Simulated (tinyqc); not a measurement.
From results back to parameters: polytypes by hexagonality, and a cubic inclusion as a quantum well. Three cases, with inputs chosen for the exercise.

Problem. A square well of depth V with masses m_w inside and m_b outside (first and second entry of m) binds its lowest level at the given depth below the barrier: k tan(k L/2) = (m_w/m_b) q, k = sqrt(m_w E/c), q = sqrt(m_b (V - E)/c), c = hbar^2/2m0. How many double layers wide is it?

Constants: hbar^2/2m0 = 3.80998211 eV angstrom^2.

Case 1.

Values chosen (out of a larger set: of the order of those of GaN; not measured data): m = (0.212, 0.215) m0 (electron mass along c in the cubic layer and in the host); d = 2.585 angstrom (thickness of a double layer).

V = 0.26200 eV
depth V - E = 0.14485 eV

Case 2.

Values chosen (out of a larger set: of the order of those of SiC; not measured data): m = (0.292, 0.335) m0 (electron mass along c in the cubic layer and in the host); d = 2.526 angstrom (thickness of a double layer).

V = 0.66033 eV
depth V - E = 0.41023 eV

Case 3.

Values chosen (out of a larger set: of the order of those of GaN; not measured data): m = (0.211, 0.192) m0 (electron mass along c in the cubic layer and in the host); d = 2.591 angstrom (thickness of a double layer).

V = 0.28700 eV
depth V - E = 0.02485 eV

Find: k; q; L; N.

Solution. L = (2/k) arctan((m_w/m_b) q/k), and N = L/d.

Case 1.

k = 0.0807 1/angstrom
q = 0.0904 1/angstrom
L = 20.68 angstrom
N = 8.0

Case 2.

k = 0.1384 1/angstrom
q = 0.1899 1/angstrom
L = 12.63 angstrom
N = 5.0

Case 3.

k = 0.1205 1/angstrom
q = 0.0354 1/angstrom
L = 5.18 angstrom
N = 2.0

Computed by tinyqc, one run a case: `OMP_NUM_THREADS=1 python tinyqc.py N N+1 out.jsonl` with N = 1851134, 1851164, 1851171; one thread of a shared Intel(R) Xeon(R) Processor @ 2.30GHz, about 0.06 s a run at most.
